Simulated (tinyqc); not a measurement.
Inside a calculation: model-solid line-up of a strained alloy layer on a substrate. Values are carried at full precision from step to step, so a last printed digit may differ when a step is redone from the rounded ones.

All values of the alloy are linear in x but the gap, Eg(x) = (1 - x) Eg_A + x Eg_B - C x (1 - x), and the valence edge, Ev(x) = (1 - x) Ev_A + x Ev_B + fv C x (1 - x); Ec = Ev + Eg. Ev is the top of the unstrained valence band on a scale common to all materials. In the layer only the Gamma valley of the conduction band is followed, also where an X or L valley would lie lower.

Inputs chosen for the exercise (A near AlAs, B near InAs, substrate near InP; not measured data): a = (5.662, 6.057) angstrom (lattice constant of A, B); Eg = (3.059, 0.413) eV (gap at Gamma to the s-like level of A, B); Dso = (0.282, 0.391) eV (spin-orbit splitting of A, B); Ev = (-1.34, -0.59) eV (top of the unstrained valence band of A, B); ac = (-5.67, -5.1) eV (conduction deformation potential of A, B); av = (2.46, 0.99) eV (valence hydrostatic potential of A, B); b = (-2.33, -1.78) eV (tetragonal shear potential of A, B); d = (-3.36, -3.65) eV (trigonal shear potential of A, B); C11 = (126, 83.5) GPa (of A, B); C12 = (52.7, 45.3) GPa (of A, B); C44 = (54.2, 40) GPa (of A, B); C = 0.796 eV (bowing of the gap); fv = 0 (share of the bowing taken by the valence edge); x = 0.97 (fraction of B); a_s = 5.875 angstrom (substrate); face = 001 (growth face); Eg_s = 1.429 eV (lowest gap of the substrate); Ev_s = -0.93 eV (substrate valence edge).

## Values of the alloy

Interpolate.

Alloy at x (a in angstrom, C11, C12, C44 in GPa, all else in eV):
```
symbol     value
a        6.04515
Eg       0.46922
Dso      0.38773
Ev      -0.61250
ac      -5.11710
av       1.03410
b       -1.79650
d       -3.64130
C11     84.77500
C12     45.52200
C44     40.42600
```

## Strain on the (001) substrate

Coherent growth on a (001) face: e_par = (a_s - a)/a, e_perp = -2 (C12/C11) e_par; exx = eyy = e_par, ezz = e_perp, no shear.

Use the values of the alloy.

e_par = -0.028147
e_perp = 0.030228

strain tensor in the cubic axes:
```
           x          y         z
x  -0.028147   0.000000  0.000000
y   0.000000  -0.028147  0.000000
z   0.000000   0.000000  0.030228
```

The layer is under compression in the plane; its volume changes by -2.607 %. Above 2 % only a few nanometres stay coherent, and linear deformation potentials lose accuracy.

## Strained band edges

Strained edges: Ec + ac tr(e); the valence edges are Ev plus the levels of the 6 x 6 matrix of X, Y, Z times spin with -Dso/3 + l exx + m (eyy + ezz) on the diagonal (cyclic), n exy off it, l = av + 2 b, m = av - b, n = sqrt(3) d. Spin-orbit term (Dso/3) L.sigma on X, Y, Z with (L_k)_ij = -i epsilon_kij: <X+|H|Y+> = -i Dso/3, <X+|H|Z-> = Dso/3, <Y+|H|Z-> = -i Dso/3, <Z+|H|X-> = -Dso/3, <Z+|H|Y-> = i Dso/3, <X-|H|Y-> = i Dso/3, and their conjugates; + and - are the spin along z.

Give the hydrostatic shifts, the strain block and the edges.

ac tr(e), av tr(e) (eV): 0.1334  -0.0270

strain block (eV), lower triangle:
```
        X       Y        Z
X  0.0779
Y       0  0.0779
Z       0       0  -0.2367
```

Ec and the three valence edges from the top (eV): -0.0099  -0.5346  -0.6808  -1.0907

strained gap = 0.5247 eV

Strain moves the gap by +55 meV: +160 meV from the volume and -105 meV from the splitting of the valence edge, which always raises the top.

## Offsets against the substrate material

dEc = Ec(substrate) - Ec(layer), dEv = Ev(layer) - Ev(substrate); positive values confine the carrier in the layer. Type I: both of one sign; type II: opposite signs; type III: the gaps do not overlap.

Give also the smallest gap across the interface, min Ec - max Ev.

dEc = 0.5089 eV
dEv = 0.3954 eV

type: I

smallest gap = 0.5247 eV

Both carriers collect in the layer; the conduction band takes 56 % of the gap difference. Where the alloy is indirect its X or L edge, left out, lies lower and changes dEc.

## Checks

- Valence edges against the closed form for (001) strain: they agree to 1e-10 or better.

(tinyqc, `OMP_NUM_THREADS=1 python tinyqc.py 1051218 1051219 out.jsonl`, Intel(R) Xeon(R) Processor @ 2.30GHz, 1 thread, shared host, about 0.01 s.)
